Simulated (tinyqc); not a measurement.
A run and its error bars: classical Heisenberg spin chain: exact results, Metropolis, heat-bath and over-relaxation steps, and a Monte Carlo run. Computed by tinyqc, a small Python program. Command: `OMP_NUM_THREADS=1 python tinyqc.py 3130161 3130162 out.jsonl heismc walk`. One thread of a shared host (Intel(R) Xeon(R) Processor @ 2.30GHz), about 0.1 s of CPU time with the checks.

E = -J sum_i s_i . s_(i+1) for unit vectors s_i on an open chain; K = J/(k_B T).

Inputs (values chosen for the exercise, for a model chain of large moments):
```
quantity,value,unit
coupling J,13,meV
temperature T,61.1,K
moment mu,4.8,mu_B
length N of the open chain,8,-
seed,660522,-
```

Update: heat bath.

Constants: k_B = 8.617333262e-05 eV/K; mu_B = 5.7883818060e-05 eV/T.

Method:
- Each bond angle is independent, so u = <s_i . s_(i+1)> = coth K - 1/K, <s_i . s_(i+n)> = u^n, correlation length xi = -1/ln|u|, energy per bond -J u, heat capacity per bond c/k_B = 1 - K^2/sinh^2 K, and for the long chain chi = mu^2 (1 + u)/(3 k_B T (1 - u)) per spin.
- For N spins, <|sum s|^2>/N = (1 + u)/(1 - u) - 2 u (1 - u^N)/(N (1 - u)^2); the long chain has (1 + u)/(1 - u), chi over the Curie value, and the difference is relative to it.
- From the ordered state (alternating for J < 0), with each spin drawn from exp(h . s), h = K x sum of neighbours, 200 sweeps are discarded and 1600 recorded (even and odd sites in turn; random numbers not printed, so these rows are one sample). Errors are the scatter of block means over sqrt(number of blocks).

K = 2.46905

u = 0.609425

<|sum s|^2>/N = 3.14092

Blocking:
```
block length,mean bond product,error,<|sum s|^2>/N,error
1,0.60833,0.0034794,3.1564,0.038986
4,0.60833,0.0037334,3.1564,0.050636
16,0.60833,0.0036621,3.1564,0.051743
40,0.60833,0.0035883,3.1564,0.054425
80,0.60833,0.0035407,3.1564,0.051491
```

What does the comparison show, and why?

With blocks of 40 the bond product is 0.3 error bars from the exact u = 0.6094, and <|sum s|^2>/N is 0.3 from the exact 3.141. Blocking to 40 changes the two errors by factors 1.0 and 1.4.
